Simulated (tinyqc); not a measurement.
# Capacitance measurement on a leaky thin oxide: effects of series resistance and leakage: what changes with what

The device is a capacitance C in parallel with a leakage conductance G, in series with Rs and Ls. An impedance meter reports either a parallel pair (Cp, Gp) from Y = 1/Z = Gp + i w Cp or a series pair (Cs, Rm) from Z = Rm + 1/(i w Cs); w = 2 pi f, dissipation D = Gp/(w |Cp|).

Values chosen for this exercise; values of the order met in thin-oxide MOS capacitors: relative permittivity of the gate insulator (close to zirconium oxide) eox = 25.2; insulator thickness tox = 5.1 nm; gate area A = 10000 um^2; oxide-equivalent thickness added by the accumulation layer zc = 0.51 nm; oxide-equivalent thickness added by gate depletion zp = 0 nm; gate leakage current density, not matched to the thickness Jg = 0.88 A/cm^2; voltage for an e-fold rise of the leakage Vs = 0.22 V; series resistance Rs = 400 ohm; series inductance Ls = 0 nH; measuring frequency f = 1e5 Hz.

Constants: eps0 = 8.8541878128e-14 F/cm where lengths are in cm. Results are converted to the units shown.

Each table varies one quantity; the others keep the values above.

## Readings against frequency

EOT = 3.9 tox/eox; CET = EOT + zc + zp; C = 3.9 eps0 A/CET; G = Jg A/Vs. Z = Rs + i w Ls + 1/(G + i w C); CET read from Cp = 3.9 eps0 A/Cp; errors under 0.001 % are printed as 0.

The same in every row: C (pF) = 265.8.

Results:

| f (Hz) | Cp (pF) | Cs (pF) | D | error of Cp (%) | error of Cs (%) | CET read from Cp (nm) |
|---|---|---|---|---|---|---|
| 1000 | 197.5 | 1.525e7 | 277.9 | -25.7 | 5.74e6 | 1.748 |
| 3000 | 197.5 | 1.695e6 | 92.62 | -25.7 | 6.38e5 | 1.748 |
| 30000 | 197.5 | 1.721e4 | 9.282 | -25.7 | 6380 | 1.749 |
| 1e5 | 196.9 | 1791 | 2.845 | -25.9 | 574 | 1.754 |
| 3e5 | 191.8 | 435.2 | 1.127 | -27.8 | 63.8 | 1.800 |
| 1e6 | 148.3 | 281.0 | 0.9458 | -44.2 | 5.74 | 2.328 |
| 3e6 | 49.57 | 267.5 | 2.096 | -81.3 | 0.638 | 6.966 |
| 1e7 | 5.782 | 265.9 | 6.707 | -97.8 | 0.0574 | 59.72 |
| 3e7 | 0.6597 | 265.8 | 20.05 | -99.8 | 6.38e-3 | 523.5 |

Estimate the missing row, f = 10000 Hz.

Computed row:

| f (Hz) | Cp (pF) | Cs (pF) | D | error of Cp (%) | error of Cs (%) | CET read from Cp (nm) |
|---|---|---|---|---|---|---|
| 10000 | 197.5 | 1.528e5 | 27.79 | -25.7 | 5.74e4 | 1.748 |

With this row back in the table: D goes from 278 through a minimum of 0.946 (at f = 1e6 Hz among the rows listed) to 20.0; without inductance its minimum lies at f = sqrt(G (1 + G Rs)/Rs)/(2 pi C) = 6.45e5 Hz. The error of Cp goes from -25.7 to -99.8 % and that of Cs from 5.74e6 to 0.00638 %; at low frequency Cp tends to C/(1 + G Rs)^2 and Cs grows as 1 + (G/(w C))^2. One of the two readings is within 2 % of C for f = 3e6, 1e7, 3e7 Hz. For f = 1000, 3000, 10000, 30000, 1e5, 3e5, 3e6, 1e7, 3e7 D exceeds 1, where the accuracy of real meters degrades in proportion to sqrt(1 + D^2).

## Effect of the gate area

Same model as above.

Rs is held fixed.

Effect of the gate area:

| A (um^2) | C (pF) | Cp (pF) | Cs (pF) | D | error of Cp (%) | error of Cs (%) | CET read from Cp (nm) |
|---|---|---|---|---|---|---|---|
| 20 | 0.5315 | 0.5312 | 3.581 | 2.396 | -0.0640 | 574 | 1.300 |
| 70 | 1.860 | 1.856 | 12.53 | 2.399 | -0.224 | 574 | 1.302 |
| 200 | 5.315 | 5.282 | 35.81 | 2.404 | -0.637 | 574 | 1.308 |
| 600 | 15.95 | 15.64 | 107.4 | 2.422 | -1.89 | 574 | 1.324 |
| 2000 | 53.15 | 49.90 | 358.1 | 2.485 | -6.12 | 574 | 1.384 |
| 5000 | 132.9 | 113.8 | 895.4 | 2.620 | -14.3 | 574 | 1.517 |
| 10000 | 265.8 | 196.9 | 1791 | 2.845 | -25.9 | 574 | 1.754 |
| 40000 | 1063 | 385.0 | 7163 | 4.196 | -63.8 | 574 | 3.587 |

Read the table: what changes, and by how much?

As A goes from 20 to 40000, the error of Cp goes from -0.0640 to -63.8 %, that of Cs from 574 to 574 %, and D rises from 2.40 to 4.20. The CET read from Cp goes from 1.30 to 3.59 nm against the true 1.30 nm. G/(w C) does not depend on the area, while G Rs and w C Rs grow with it. In every row D exceeds 1, where the accuracy of real meters degrades in proportion to sqrt(1 + D^2).

Computed by the program tinyqc: `OMP_NUM_THREADS=1 python tinyqc.py 2022056 2022057 out.jsonl`, one thread of a shared Intel Xeon 2.30GHz, about 0.01 s for the whole run.
